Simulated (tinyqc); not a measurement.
Frequency dispersion of an accumulation capacitance by border traps, distributed model: one step of the calculation.

Traps spread evenly through the insulator exchange electrons with the semiconductor by tunnelling, with tau(x) = t0 exp(2 ka x) at depth x from the interface. The admittance per area Y seen at depth x obeys dY/dx = -Y^2/(i w eps0 eox) + q Nb ln(1 + i w tau)/tau, with Y(0) = i w Cs and w = 2 pi f; the gate sees Y(tox) = G + i w C. Working variable y = Y/(i w), in uF/cm^2. Cox = eps0 eox/tox.

Task. Midpoint steps through the active depth. In terms of y: dy/dx = -y^2/(eps0 eox) + s(x), s = q Nb ln(1 + z)/z, z = i w tau. 10 midpoint steps of h = xe/10: y_half = y + (h/2) y'(x, y), y(new) = y + h y'(x + h/2, y_half).

Parameters, values chosen for the exercise; permittivity close to that of aluminium oxide:
```
symbol,value,unit,meaning
eox,8.75,,relative permittivity of the insulator
Cs,5.6,uF/cm^2,semiconductor capacitance in accumulation
Nb,9.8e19,cm^-3 eV^-1,density of border traps
ka,4.1,1/nm,decay constant of the wave function in the insulator
t0,3e-9,s,time constant of a trap at the interface
f,1e6,Hz,frequency
xe,1.1,nm,depth down to which the steps are taken
```

Constants: q = 1.602176634e-19 C, eps0 = 8.8541878128e-14 F/cm where lengths are in cm. Results are converted to the units shown.

Find: x; s; y.

Result.

| point | x (nm) | s (uF/(cm^2 nm)) | y (uF/cm^2) |
|---|---|---|---|
| 0 | 0 | 1.570-0.015i | 5.600+0.000i |
| 1 | 0.1100 | 1.569-0.036i | 5.349-0.002i |
| 2 | 0.2200 | 1.563-0.089i | 5.133-0.008i |
| 3 | 0.3300 | 1.530-0.213i | 4.944-0.022i |
| 4 | 0.4400 | 1.372-0.445i | 4.772-0.052i |
| 5 | 0.5500 | 0.955-0.628i | 4.592-0.104i |
| 6 | 0.6600 | 0.498-0.546i | 4.383-0.155i |
| 7 | 0.7700 | 0.222-0.354i | 4.161-0.184i |
| 8 | 0.8800 | 0.094-0.199i | 3.945-0.191i |
| 9 | 0.9900 | 0.039-0.103i | 3.742-0.186i |
| 10 | 1.100 | 0.016-0.051i | 3.557-0.175i |

Numbers from tinyqc (`OMP_NUM_THREADS=1 python tinyqc.py 2202149 2202150 out.jsonl`; about 0.7 s on one thread of a shared Intel Xeon 2.30GHz).
